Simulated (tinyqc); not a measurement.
What each parameter does: quantum-confined Stark effect in a modulator well.

Envelopes on cells of 0.5 angstrom over the well |z| < L/2 and 45 angstrom of barrier on each side, psi = 0 beyond, psi'/m continuous (mean mass between points), c = hbar^2/2m0. The electron sees + e F z and the hole - e F z, each with its offset in the barriers; 1 kV/cm = 1e-5 eV/angstrom. Light holes, band mixing and escape by tunnelling are left out.

Exciton: in-plane function exp(-rho/lam), 1/mu = 1/me + 1/mp, E(lam) = c/(mu lam^2) - (q/eps) times the integral over k of Fm(k)(1 + (k lam/2)^2)^(-3/2), Fm(k) the double integral of psi_e^2 psi_h^2 exp(-k |z - z'|), q = e^2/(4 pi eps0); binding Eb = -E at the minimum. Line at Eg + E_e + E_h - Eb, strength proportional to overlap^2/lam^2.

Constants: hbar^2/2m0 = 3.80998211 eV angstrom^2; e^2/(4 pi eps0) = 14.39964547 eV angstrom; hc = 1239.841984 eV nm.

Parameters, chosen for this exercise (near those of a GaAs well in AlGaAs; the results hold for these values, not for the real material): L = 64 angstrom (well width); Vc = 0.259 eV (conduction offset); Vv = 0.143 eV (heavy-hole offset); me = 0.0685 m0 (electron, well); meb = 0.0949 m0 (electron, barrier); mh = 0.344 m0 (heavy hole along z, well); mhb = 0.401 m0 (heavy hole, barrier); Eg = 1.402 eV (gap of the well); mp = 0.169 m0 (heavy hole in the plane); eps = 12.4 (dielectric constant); F = 97 kV/cm (field).

Zero-field line, shift at F, overlap^2 and Eb at F.

Results for these values:
```
case  line (nm)  shift (meV)  overlap^2  Eb (meV)
base      847.0        -6.27      0.829      9.69
```

What happens to each result for mh = 0.292 m0, all else kept?

Answer: line falls from 847.0 to 846.1; shift rises from -6.27 to -6.17; overlap^2 rises from 0.829 to 0.843; Eb falls from 9.69 to 9.67.

The same for each parameter in turn:
```
case             line (nm)  shift (meV)  overlap^2  Eb (meV)
base                 847.0        -6.27      0.829      9.69
L = 54 angstrom      837.0        -4.21      0.890     10.20
F = 78 kV/cm         847.0        -4.08      0.876      9.83
Vc = 0.207 eV        849.5        -6.67      0.808      9.56
Vv = 0.179 eV        846.5        -5.81      0.838      9.78
me = 0.0788 m0       849.1        -6.22      0.828     10.37
mh = 0.292 m0        846.1        -6.17      0.843      9.67
eps = 11.2           848.0        -6.17      0.829     11.46
```

(tinyqc, `OMP_NUM_THREADS=1 python tinyqc.py 1250721 1250722 out.jsonl`, Intel(R) Xeon(R) Processor @ 2.30GHz, 1 thread, shared host, about 0.1 s.)
